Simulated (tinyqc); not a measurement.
# Inputs raised by 2 %, one at a time

Model: two coupled magnetic layers: synthetic antiferromagnet, spin flop, exchange bias and magnetoresistance. Computed by tinyqc, a small Python program. Command: `OMP_NUM_THREADS=1 python tinyqc.py 3031825 3031826 out.jsonl saf sens`. One thread of a shared host (Intel(R) Xeon(R) Processor @ 2.30GHz), about 1 s of CPU time with the checks.

Moments lie in the plane at the angles p1, p2 from the field. Energy per area: E = J1 cos(p1 - p2) + J2 cos^2(p1 - p2) - B M_s (t1 cos p1 + t2 cos p2) + K (t1 sin^2 p1 + t2 sin^2 p2).

Inputs (values chosen for the exercise, for a model stack): saturation magnetisation M_s = 1260 kA/m; thickness t1 = 4.9 nm; thickness t2 = 2.9 nm; antiferromagnetic coupling J1 = 1 mJ/m^2; biquadratic coupling J2 = 0 mJ/m^2; in-plane anisotropy K = 3.5 kJ/m^3; field over the saturation field = 0.41.

Field direction: along the easy axis.

Method:
- The parallel state is stable while the Hessian at p1 = p2 = 0 is positive: with c = J1 + 2 J2 and u = B M_s + 2K, (u t1 - c)(u t2 - c) > c^2, so B_sat M_s = c (1/t1 + 1/t2) - 2K. B_K = 2K/M_s.
- With p1 = 0, p2 = 180 degrees and c2 = J1 - 2 J2 the Hessian is [[c2 + t1 (2K + b), -c2], [-c2, c2 + t2 (2K - b)]], b = B M_s; its determinant vanishes at the positive root of t1 t2 b^2 - c2 (t1 - t2) b - [2K c2 (t1 + t2) + 4 K^2 t1 t2] = 0.
- The lowest minimum of E over both angles (from five starts; of two mirror images the one with p1 >= 0, and for equal layers |p1| <= |p2|).

Runs; columns: (1) input moved; (2) from; (3) to; (4) saturation field B_sat (mT); (5) stability limit B_sf of the antiparallel state (mT); (6) m/m_sat along B; (7) energy (mJ/m^2):
```
(1)                                      (2)     (3)    (4)    (5)     (6)     (7)
base run                                   -       -  430.1  130.5  0.3948  -1.477
saturation magnetisation M_s (kA/m)     1260  1285.2  421.7  127.9  0.3948  -1.477
thickness t1 (nm)                        4.9   4.998  426.9  133.2  0.3934  -1.491
thickness t2 (nm)                        2.9   2.958  424.7  125.6  0.3958  -1.464
antiferromagnetic coupling J1 (mJ/m^2)     1    1.02  438.8  132.8  0.3952  -1.507
in-plane anisotropy K (kJ/m^3)           3.5    3.57  430.0  130.8  0.3945  -1.477
field over the saturation field         0.41  0.4182  430.1  130.5  0.4041  -1.491
```

Exponents ln(y'/y) / ln(x'/x):
```
input                            saturation field B_sat  stability limit B_sf of the antiparallel state  m/m_sat along B  energy
saturation magnetisation M_s                     -1.000                                          -1.000            0.000   0.000
thickness t1                                     -0.374                                           1.022           -0.180   0.455
thickness t2                                     -0.634                                          -1.923            0.126  -0.456
antiferromagnetic coupling J1                     1.013                                           0.873            0.045   1.015
in-plane anisotropy K                            -0.013                                           0.128           -0.047  -0.015
field over the saturation field                   0.000                                           0.000            1.167   0.471
```

Among the inputs moved here: saturation field B_sat answers most in size to antiferromagnetic coupling J1 (exponent +1.013), and about equally to saturation magnetisation M_s (-1.000); its exponent is below 0.0005 for field over the saturation field. Its exponent -1.000 in saturation magnetisation M_s: energy per area over moment per area. Its exponent +1.013 in antiferromagnetic coupling J1: coupling rules over anisotropy. Stability limit B_sf of the antiparallel state answers most in size to thickness t2 (exponent -1.923), next to thickness t1 (+1.022); its exponent is below 0.0005 for field over the saturation field. m/m_sat along B answers most in size to field over the saturation field (exponent +1.167), next to thickness t1 (-0.180); its exponent is below 0.0005 for saturation magnetisation M_s. Energy answers most in size to antiferromagnetic coupling J1 (exponent +1.015), next to field over the saturation field (+0.471); its exponent is below 0.0005 for saturation magnetisation M_s.
